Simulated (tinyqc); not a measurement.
# Transfer length from front and end resistance

Inverse problem. A contact of length d and width W has Rc = (Rsh Lt/W) coth(d/Lt) and Re = (Rsh Lt/W)/sinh(d/Lt), with Rsh the sheet resistance under the metal and Lt = sqrt(rc/Rsh). Find Lt, Rsh and rc.

Values chosen for this exercise: contact length d = 0.47 um; contact width W = 10 um.

Rc = 14.662451 ohm
Re = 8.1355684 ohm

Answer. Rc/Re = cosh(d/Lt) gives Lt, and Re then gives Rsh.

Lt = 0.393 um
Rsh = 310 ohm/sq
rc = 4.80e-7 ohm cm^2

Computed by the program tinyqc: `OMP_NUM_THREADS=1 python tinyqc.py 2760068 2760069 out.jsonl`, one thread of a shared Intel Xeon 2.30GHz, about 0.01 s for the whole run.
